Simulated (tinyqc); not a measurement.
# One-dimensional ballistic tunnel FET, two-band WKB: effects of single changes

A p-type source for x < 0 with its Fermi level at 0 and its valence edge at ds; in the channel the bands fall as D exp(-x/lam) towards their flat values, with the conduction edge at Ec = ds - dP and D = dP + Eg. The gate moves dP one to one. The drain Fermi level lies at -Vd and the drain side reflects nothing. For w = E - Ec between 0 and dP an electron crosses the gap. Two-band dispersion with equal masses m: inside the gap kappa = sqrt(m u (1 - u/Eg)/C), u the distance from a band edge, C = hbar^2/(2 m0).

Parameters, values chosen for the exercise; band and dielectric values close to those of In0.53Ga0.47As: temperature T = 300 K; band gap Eg = 0.731 eV; band-edge mass of the two-band model m = 0.042 m0; screening length of the source junction lam = 4.5 nm; source valence edge above the source Fermi level ds = 0.03 eV; drain bias Vd = 0.5 V; number of degenerate subbands (spin apart) g = 2; tunnelling window Ev(source) - Ec(channel) dP = 0.14 eV.

Constants: q = 1.602176634e-19 C, kB = 1.380649e-23 J/K, hbar = 1.054571817e-34 J s, h = 6.62607015e-34 J s, m0 = 9.1093837015e-31 kg, Vt = kB T/q, hbar^2/(2 m0) = 0.0380998212 eV nm^2. Results are converted to the units shown.

Each table varies one quantity; the others keep the values above.

## Output curve

S(w) = 2 lam int_0^Eg kappa(u) du/(w + Eg - u) = 2 pi lam sqrt(m/(C Eg)) [w + Eg/2 - sqrt(w (w + Eg))], T(w) = exp(-S). I = g (2 q^2/h) int_0^dP T(w) [f(E) - f(E + Vd)] dw, E = ds - dP + w, f(x) = 1/(1 + exp(x/Vt)). Swing = d(dP)/d(log10 I).

Output curve:
```
Vd (V)    I (uA)
0.02    0.004683
0.09     0.01420
0.16     0.01589
0.24     0.01604
0.31     0.01604
0.38     0.01604
0.45     0.01604
0.53     0.01604
0.6      0.01604
```

I rises from 0.00468 to 0.0160 uA; it reaches 95 % of the last value at Vd = 0.16 V among the rows. The drain Fermi level passes the channel conduction edge at Vd = dP - ds = 0.110 V, after which the back flow dies out. The window dP is held fixed.

## Effect of the band gap with the mass tied to it

Same model as above.

The mass follows the gap, m = 0.042 Eg/0.731 eV.

Result of one run:
```
Eg (eV)  T(w = dP)  I (uA)  swing (mV/decade)
0.2         0.4687   4.331              165.1
```

What becomes of these results when the band gap Eg is changed from 0.2 to 0.89 eV, all else the same?

Result of the changed run:
```
Eg (eV)  T(w = dP)    I (uA)  swing (mV/decade)
0.89      8.031e-4  0.002464              81.66
```

The whole series:
```
Eg (eV)  T(w = dP)    I (uA)  swing (mV/decade)
0.2         0.4687     4.331              165.1
0.37        0.1344    0.8469              129.1
0.54       0.02952    0.1391              107.3
0.71      0.005465   0.02045              92.71
0.89      8.031e-4  0.002464              81.66
1.06      1.195e-4  3.133e-4              73.80
1.23      1.656e-5  3.791e-5              67.60
1.4       2.163e-6  4.399e-6              62.57
```

T(w = dP) falls from 0.469 to 2.16e-6 and I falls from 4.33 to 4.40e-6 uA; the swing falls from 165 to 62.6 mV/decade. With m/Eg fixed, S depends on the gap only through w + Eg/2 - sqrt(w (w + Eg)). For Eg = 0.2 S at w = dP is below 2, where a WKB prefactor of 1 is a rough guess.

Numbers from tinyqc (`OMP_NUM_THREADS=1 python tinyqc.py 2620030 2620031 out.jsonl`; about 0.01 s on one thread of a shared Intel Xeon 2.30GHz).
